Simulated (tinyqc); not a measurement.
Surface potential of a MOS transistor: implicit equation and explicit approximations: two steps of the calculation.

p-type body, charge-sheet picture, depletion and inversion only, full ionisation (an idealisation for deep acceptors), Boltzmann statistics (rough once Na exp(x - xn) passes about Nc/7). In units of Vt: xg = (Vg - Vfb)/Vt, x = psi/Vt, G = gamma/sqrt(Vt), xn = (2 phiF + Vc)/Vt. The implicit equation is (xg - x)^2 = G^2 [x - 1 + exp(x - xn)] for x above about 3. Cox = eps0 eox/tox.

Parameters, values chosen for the exercise; band and dielectric values close to those of germanium: temperature T = 350 K; relative permittivity of the gate insulator (close to silicon dioxide) eox = 3.9; insulator thickness tox = 2.6 nm; channel-body voltage Vc = 0 V.

Constants: q = 1.602176634e-19 C, kB = 1.380649e-23 J/K, Vt = kB T/q, eps0 = 8.8541878128e-14 F/cm where lengths are in cm. Results are converted to the units shown.

Problem 1. Explicit approximation. Depletion value a = 1 + [sqrt(G^2/4 + xg - 1) - G/2]^2; inversion value b = xn + ln[(xg - xn)^2/G^2 - xn + 1] and first guess y = min(a, b) - ln(1 + exp(-|a - b|)) if a > xn + 1, else b = y = a; one second-order correction with D = exp(y - xn), p = 2 (xg - y) + G^2 (1 + D), w = (xg - y)^2 - G^2 (y - 1 + D): z = y + 2 w/(p + sqrt(p^2 - 2 (2 - G^2 D) w)), or the Newton step z = y + w/p where the root is not real.

G = 0.72506762
xn = 11.634093
xg = 15.251652

Give: a; b; y; p; w; z.

Solution 1.

a = 12.76
b = 14.29
y = 12.57
p = 7.231
w = -0.2180
z = 12.54

The root of the implicit equation is x = 12.5380; y misses it by 0.030 and z by -8.3e-7, in units of Vt.

Problem 2. Potential, charges and gate control. psi = Vt x; N_dep = Cox Vt G sqrt(x - 1)/q; N_inv = (Cox Vt G/q) [sqrt(x - 1 + exp(x - xn)) - sqrt(x - 1)]; dpsi/dVg = 1/[1 + G^2 (1 + exp(x - xn))/(2 (xg - x))].

converged x = 12.537998
G = 0.72506762
xn = 11.634093
xg = 15.251652

Find: psi; N_dep; N_inv; dpsi/dVg.

Solution 2.

psi = 0.37815 V
N_dep = 6.1576e11 cm^-2
N_inv = 6.2697e10 cm^-2
dpsi/dVg = 0.74847

psi lies 0.90 Vt above 2 phiF + Vc.

tinyqc, about 0.01 s, one thread, Intel Xeon 2.30GHz (shared host): `OMP_NUM_THREADS=1 python tinyqc.py 2122034 2122035 out.jsonl`
